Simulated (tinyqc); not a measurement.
Front-illuminated p-i-n photodiode, quantum efficiency and bandwidth: one step of the calculation.

Light enters through a p layer (0 to xp), a depleted layer (xp to xp + wi) and a thick n substrate, decaying as exp(-al x); one pass, no back reflection. Carriers made in the depleted layer are all collected; those in the neutral layers diffuse.

Question. Response at one frequency. Drift response for pairs made in the depleted layer, a = al wi, g = 1 - exp(-a), u = 2 pi i f, te = wi/ve, th = wi/vh: electrons He = [g - a (exp(-a) - exp(-u te))/(u te - a)]/(u te g), holes Hh = [g - a (1 - exp(-a - u th))/(a + u th)]/(u th g); C = eps0 eps_r pi (dia/2)^2/wi + Cp; total |He + Hh|/sqrt(1 + (2 pi f RL C)^2), for the current of the depleted layer alone.

Inputs (values chosen for the exercise); values close to those of 4H silicon carbide at this wavelength: absorption coefficient al = 15600 1/cm; relative permittivity eps_r = 9.55; thickness of the depleted layer wi = 0.8 um; electron drift velocity ve = 1.94e7 cm/s; hole drift velocity vh = 1.43e7 cm/s; diameter dia = 12 um; load resistance RL = 50 ohm; parasitic capacitance Cp = 20 fF; modulation frequency f = 73 GHz.

Constants: eps0 = 8.8541878128e-14 F/cm where lengths are in cm. Results are converted to the units shown.

Find: te; th; He; Hh; |He + Hh|; C; total response.

Answer.

te = 4.124 ps
th = 5.594 ps
He = 0.4188-0.3406i
Hh = 0.2504-0.2264i
|He + Hh| = 0.8771
C = 31.95 fF
total response = 0.7075

The drift response alone falls to 1/sqrt(2) at 118 GHz and the RC term alone at 99.6 GHz; together they give 73.1 GHz.

Program tinyqc, `OMP_NUM_THREADS=1 python tinyqc.py 2250042 2250043 out.jsonl`; Intel Xeon 2.30GHz, shared host, one thread, about 0.01 s.
